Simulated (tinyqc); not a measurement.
Switching kinetics of a ferroelectric film and the memory window of a ferroelectric gate stack: one step, computed by the program tinyqc. Command: `OMP_NUM_THREADS=1 python tinyqc.py 3005371 3005372 out.jsonl feswitch walk`. One thread of a shared host (Intel(R) Xeon(R) Processor @ 2.30GHz), about 0.03 s of CPU time with the checks.

Fields in MV/cm; 1 microcoulomb/cm^2 over eps_0 is 11.29409 MV/cm. In the stack (metal, ferroelectric, interlayer, channel) the channel is taken as a conductor.

Question. Memory window. Saturated branches: P(E) = P_s tanh[(E -/+ E_c)/(2 delta)], delta = E_c/ln[(1 + P_r/P_s)/(1 - P_r/P_s)]; D = P + eps_0 eps_F E. At threshold the channel charge is negligible, so D = 0 on each branch: (1 - s) P(E) + eps_0 eps_F E = 0, with the screened share s. The rising branch has the root E0 between 0 and E_c; window = 2 E0 t_F; its upper bound is 2 E_c t_F.

Inputs (values chosen for the exercise, for a model hafnia-based film):

| quantity | value | unit |
|---|---|---|
| saturation polarisation P_s | 19 | microcoulomb/cm^2 |
| ratio P_r/P_s | 0.83 | - |
| coercive field E_c | 0.73 | MV/cm |
| permittivity of the ferroelectric eps_F | 41 | - |
| thickness t_F | 14 | nm |
| share s of P screened by trapped charge | 0.59 | - |

delta = 0.3072038 MV/cm

Give: field E0; memory window; bound 2 E_c t_F; fixed-charge estimate 2 (1 - s) P_r t_F/(eps_0 eps_F).

Answer.

field E0 = 0.56449 MV/cm

memory window = 1.5806 V

bound 2 E_c t_F = 2.044 V

fixed-charge estimate 2 (1 - s) P_r t_F/(eps_0 eps_F) = 4.9870 V

Charge and coercive field both limit the window.
